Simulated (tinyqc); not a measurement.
Worked calculation: deep level with several charge states, and Shockley-Read-Hall recombination. Values are carried at full precision from step to step, so a last printed digit may differ when a step is redone from the rounded ones.

Energies from Ev. The defect has charge states +1, 0, -1 with weights 1, gm exp((EF - E1)/kT), exp((2 EF - E1 - E2)/kT); the shares are the weights over their sum. Boltzmann carriers: n = Nc exp((EF - Eg)/kT), p = Nv exp(-EF/kT). Neutrality: p - n + Nd + Nt <q> = 0.

Constants: kB = 8.617333262e-05 eV/K.

Values chosen for the exercise (gap and densities of states near those of Si at this temperature; the results hold for these values, not for the real material):
```
symbol  value     unit    meaning
Eg      1.113     eV      gap
Nc      3.47e+19  1/cm^3  conduction-band density of states
Nv      1.45e+19  1/cm^3  valence-band density of states
T       350       K
E1      0.444     eV      level (+1/0) above Ev
E2      0.609     eV      level (0/-1) above Ev
gm      2                 degeneracy of the middle state, the others 1
Nt      2e+15     1/cm^3  defects
Nd      -9e+14    1/cm^3  ionised shallow donors minus acceptors
E_try   0.352     eV      trial Fermi level
Et      0.444     eV      recombination level above Ev
sn      2.9e-14   cm^2    electron capture cross-section
sp_     2.1e-14   cm^2    hole capture cross-section
vth     22000000  cm/s    thermal velocity, both carriers
Nm      2e+16     1/cm^3  equilibrium holes for the lifetime steps
dn      5.3e+16   1/cm^3  excess pairs
```

## Charge states at a trial Fermi level

Form the exponents, the shares, the mean charge and the residual of neutrality at EF = E_try.

exponents of the second and third weights: [-3.050, -11.571]

shares: +1 0.9135, 0 0.0865, -1 0.0000

<q> = 0.9135

n, p (1/cm^3): [3.82e+08, 1.24e+14]

residual = 1.05e+15 1/cm^3

The residual is positive, so EF must rise.

## The neutral state

Solve for EF.

EF = 0.4296 eV

shares at EF: +1 0.446, 0 0.553, -1 0.001

n = 5.01e+09 1/cm^3
p = 9.45e+12 1/cm^3

Without the defects the majority density would be 9.00e+14 1/cm^3; with them the density of these carriers is 9.45e+12, so the defects have removed nearly all of those carriers. Most defects are in the state 0.

## Recombination through one level

One level at Et with degeneracy 1: tn = 1/(sn vth Nt), tp = 1/(sp_ vth Nt), n1 = Nc exp((Et - Eg)/kT), p1 = Nv exp(-Et/kT), ni^2 = n1 p1. Equilibrium p0 = Nm, n0 = ni^2/Nm; n = n0 + dn, p = p0 + dn. U = (n p - ni^2)/(tp (n + n1) + tn (p + p1)), lifetime dn/U; emission rates en = sn vth n1, ep = sp_ vth p1.

Evaluate each quantity.

tn, tp (microsecond): [0.0007837, 0.001082]

n1, p1 (1/cm^3): [8.08e+09, 5.86e+12]

U = 3.38e+25 1/(cm^3 s)
lifetime = 0.00157 microsecond

The lifetime is 2.003 times the minority capture time tn and 0.841 times tn + tp, the limit of high injection.

## Emission and generation in a depleted region

With n = p = 0 the level generates pairs at G = Nt en ep/(en + ep); generation lifetime tg = ni/G; current density e G W for a width W = 1 micrometre, e = 1.602176634e-19 C.

en, ep (1/s): [5.15e+03, 2.71e+06]

G = 1.03e+19 1/(cm^3 s)
tg = 0.0212 microsecond
current density = 0.000165 A/cm^2

The slower step, electron emission, limits the rate: en/ep = 0.0019.

## Checks

- U against hole capture minus emission at the steady occupation of the level (1/(cm^3 s)): both 3.377e+25.

tinyqc: `OMP_NUM_THREADS=1 python tinyqc.py 1650775 1650776 out.jsonl`; about 0.01 s, one thread, shared Intel(R) Xeon(R) Processor @ 2.30GHz.
